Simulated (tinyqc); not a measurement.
# Competing polymorphs of an oxide film: bulk, surface, grain-boundary, dopant and field terms, step by step

A worked calculation. Computed by tinyqc, a small Python program that keeps every step. Command: `OMP_NUM_THREADS=1 python tinyqc.py 3007761 3007762 out.jsonl polymorph walk`. One thread of a shared host (Intel(R) Xeon(R) Processor @ 2.30GHz), about 0.01 s of CPU time with the checks. Intermediate numbers are printed to about 6 digits and carried at full precision; extremes and crossings named in words are read from the listed rows.

Phases: monoclinic m (reference), polar orthorhombic o, tetragonal t. Free energies per formula unit (f.u.); 1 J/m^2 x angstrom^3/nm = 6.241509 meV.

Inputs (values chosen for the exercise, for a model oxide):

| quantity | value | unit |
|---|---|---|
| energy of the polar phase o over m | 59.1 | meV/f.u. |
| energy of the tetragonal phase t over m | 163 | meV/f.u. |
| entropy of o over m | 0.0078 | meV/(f.u. K) |
| entropy of t over m | 0.072 | meV/(f.u. K) |
| surface energy of m | 3.55 | J/m^2 |
| surface energy of o | 3.02 | J/m^2 |
| surface energy of t | 2.76 | J/m^2 |
| volume per formula unit Omega | 32.9 | angstrom^3 |
| film thickness h | 10 | nm |
| grain radius R | 16 | nm |
| temperature T | 700 | K |
| dopant content x | 2.9 | % |
| shift of o per % of dopant | -5.7 | meV/f.u. |
| shift of t per % of dopant | -16 | meV/f.u. |
| polarisation of o | 53 | microcoulomb/cm^2 |
| field E | 3.9 | MV/cm |
| width sigma of ln R | 0.31 | - |
| interlayer thickness (SiO2) | 0.77 | nm |

Geometry: free particles.

permittivities of m, o, t: 21  27  35

## Bulk terms

Bulk term b = H - T S + (shift) x, zero for m. The undoped bulk turns from m to t at T = H_t/S_t.

b (meV/f.u.): m 0.00, o 37.11, t 66.20

bulk m-t temperature = 2263.89 K

## Free energies of the grain

Area per volume: A = 3/R for a sphere; G = b + gamma Omega A.

area per volume A = 0.1875 1/nm

G less G(m) (meV/f.u.): m 0.0000, o 16.7038, t 35.7832

G(o) - G(m) = 16.7038 meV/f.u.

G(t) - G(o) = 19.0794 meV/f.u.

The lowest phase is m, by 16.7 meV/f.u. over o, as in the bulk terms. Caution: this is an equilibrium ranking; real films often keep the phase that nucleates first on cooling from t.

## Crossing points

With G = b + gamma Omega A (b the bulk free energy per formula unit, A the area per volume), two phases i, j cross at A_ij = (b_j - b_i)/(Omega (gamma_i - gamma_j)); o has a window only if A_mo < A_ot.

A_mo = 0.340981 1/nm

A_ot = 0.544860 1/nm

A_mt = 0.408080 1/nm

o is lowest for A between 0.341 and 0.545 1/nm, m below and t above.

## Phase shares in a spread of grain sizes

Grain radii are log-normal by volume with median R and width sigma; the share with A above A* is that with radius below R*, R* = 3/A* (all if A* <= 0), share = (1/2) erfc[-ln(R*/R)/(sqrt 2 sigma)]. Effective permittivity of a layer of thickness h built of such grains, taken in parallel: sum of share x eps; EOT = interlayer + 3.9 h/eps.

volume shares: m 0.973146, o 0.026564, t 0.000290

share of o = 0.0265645

effective permittivity = 21.1634

equivalent oxide thickness = 2.61280 nm

One phase holds nearly all the volume.

## A field

The polar phase gains -P E Omega (1 microcoulomb/cm^2 x MV/cm x angstrom^3 = 0.006241509 meV); the dielectric term -(1/2) eps_0 (eps - 1) E^2 Omega is left out. Where t lies below o, o is reached at E_up = [G(o) - G(t)]/(P Omega), else 0.

gain P E Omega = 42.4449 meV/f.u.

G(t) - G(o) in the field = 61.5243 meV/f.u.

crossing field E_up = 0 MV/cm

o already lies below t. m lies lower than both at zero field, so this holds only while m is avoided.

## Dopant series

Bulk term b = H - T S + (shift) x, zero for m.

Against dopant content:

| x (%) | A_mo (1/nm) | A_ot (1/nm) | share m | share o | share t |
|---|---|---|---|---|---|
| 0.0 | 0.492864 | 1.10433 | 0.999088 | 0.0009117 | 0.00000 |
| 1.0 | 0.440491 | 0.91141 | 0.997067 | 0.0029327 | 0.00000 |
| 2.0 | 0.388117 | 0.71849 | 0.990534 | 0.0094588 | 0.00001 |
| 3.0 | 0.335743 | 0.52557 | 0.969895 | 0.0296628 | 0.00044 |
| 4.0 | 0.283369 | 0.33265 | 0.908598 | 0.0591999 | 0.03220 |
| 5.0 | 0.230996 | 0.13973 | 0.588466 | 0.0000000 | 0.41153 |
| 6.5 | 0.152435 | -0.14965 | 0.000023 | 0.0000000 | 0.99998 |
| 8.0 | 0.073875 | -0.43903 | 0.000000 | 0.0000000 | 1.00000 |
| 10.0 | -0.030873 | -0.82488 | 0.000000 | 0.0000000 | 1.00000 |

The dopant lowers t by 16 and o by 5.7 meV per %, so A_ot falls faster than A_mo. The share of o peaks at x = 4 % (0.06): a doping window between m and t. t holds the majority from x = 6.5 % on.

Checks made by the program: equal free energies at A_mt (relative difference below 1e-10).
